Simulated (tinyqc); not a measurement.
Stress and current directions compared.

A cubic crystal with three pairs of conduction valleys along x, y and z; non-degenerate electrons, one relaxation time, masses unchanged. Stress s_ij = X a_i a_j with a the unit vector along the stress; strain e_ii = s11 s_ii + s12 (s_jj + s_kk), e_ij = s44 s_ij/2. Valley shift dE = Xu (n.e.n - trace(e)/3) with n the valley axis; share f proportional to exp(-dE/Vt). Inverse mass along the current d: (n.d)^2/ml + (1 - (n.d)^2)/mt; mu/mu0 = sum f (1/m) over the plain mean of 1/m. Rows: direction of the stress, of size |X|; columns: direction of the current and sign.

Inputs (values chosen for the exercise); values close to those of silicon: temperature T = 400 K; compliance s11 = 7.73 1/TPa; compliance s12 = -2.11 1/TPa; compliance s44 = 12.2 1/TPa; shear deformation potential Xu = 9.06 eV; longitudinal mass ml = 0.952 m0; transverse mass mt = 0.184 m0; uniaxial stress (tension positive) X = -230 MPa.

Constants: q = 1.602176634e-19 C, kB = 1.380649e-23 J/K, Vt = kB T/q. Results are converted to the units shown.

mu/mu0:
```
       I [100], tension  I [100], compression  I [110], tension  I [110], compression
[100]            1.1293               0.84318            1.0323               0.96080
[110]            1.0381               0.96550            1.0381               0.96550
[001]           0.93537                1.0784           0.93537                1.0784
[111]            1.0000                1.0000            1.0000                1.0000
```

What do the numbers show?

The largest gain, 1.13, is for stress along [100], tension, current along [100]; the largest loss, 0.843, for [100], compression, current along [100]. Entries equal to one are cases in which the valleys are not split or have equal mass along the current.

Computed by the program tinyqc: `OMP_NUM_THREADS=1 python tinyqc.py 2530013 2530014 out.jsonl`, one thread of a shared Intel Xeon 2.30GHz, about 0.01 s for the whole run.
